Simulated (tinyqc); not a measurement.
CMOS inverter, nodal equation and switching: two steps of the calculation.

An n-channel pull-down (bn, VTn) and a p-channel pull-up (bp, VTp) share the input Vin and the output node Vout, which carries the load C. Transistor (EKV form, voltages against the body): I = 2 n b Vt^2 [F(vp - Vs) - F(vp - Vd)] from drain to source, F(v) = ln^2(1 + exp(v/(2 Vt))), vp = (Vg - VT + sg |Vd - Vs|)/n. n-channel bodies are at 0; for the p-channel device all voltages are counted down from Vdd. b in uA/V^2 gives I in uA. Static: In = Ip. Transient: C dVout/dt = Ip - In. No velocity saturation, no gate capacitance beyond C.

Parameters, values chosen for the exercise: temperature T = 400 K; supply voltage Vdd = 0.7 V; slope factor n = 1.21; drain-induced barrier lowering sg = 0.042; n-channel threshold VTn = 0.3 V; p-channel threshold (magnitude) VTp = 0.36 V; gain factor of the pull-down transistor bn = 670 uA/V^2; gain factor of the pull-up transistor bp = 200 uA/V^2; load capacitance C = 0.23 fF; input voltage Vin = 0.22 V; time step dt = 0.4 ps.

Constants: q = 1.602176634e-19 C, kB = 1.380649e-23 J/K, Vt = kB T/q. Results are converted to the units shown.

Problem 1. Output voltage by Newton steps. f = In - Ip at (Vin, Vout); G = df/dVout by a central difference with +/- 1e-6 V; Vout(new) = Vout - f/G.

Vout after iteration 1 = 1.7722099 V

Give: In; Ip; G; Vout after iteration 2.

Solution 1.

In = 0.84001 uA
Ip = -174.19 uA
G = 302.18 uS
Vout after iteration 2 = 1.1930 V

The value that enters this step is an overshoot, farther from the solution than the start was, so its intermediate quantities are not physical.

Problem 2. One time step of the falling output. The input steps to Vdd at t = 0; I = In - Ip. Trapezoidal rule: V(new) = V - (dt/C)[I(V) + I(V(new))]/2, solved for V(new); 1 ps uA/fF = 1 mV.

Vout at t = 0 = 0.7 V

Wanted: I(V); I(V(new)); Vout after step 1.

Solution 2.

I(V) = 51.16 uA
I(V(new)) = 50.29 uA
Vout after step 1 = 0.6118 V

Program tinyqc, `OMP_NUM_THREADS=1 python tinyqc.py 2340028 2340029 out.jsonl`; Intel Xeon 2.30GHz, shared host, one thread, about 0.04 s.
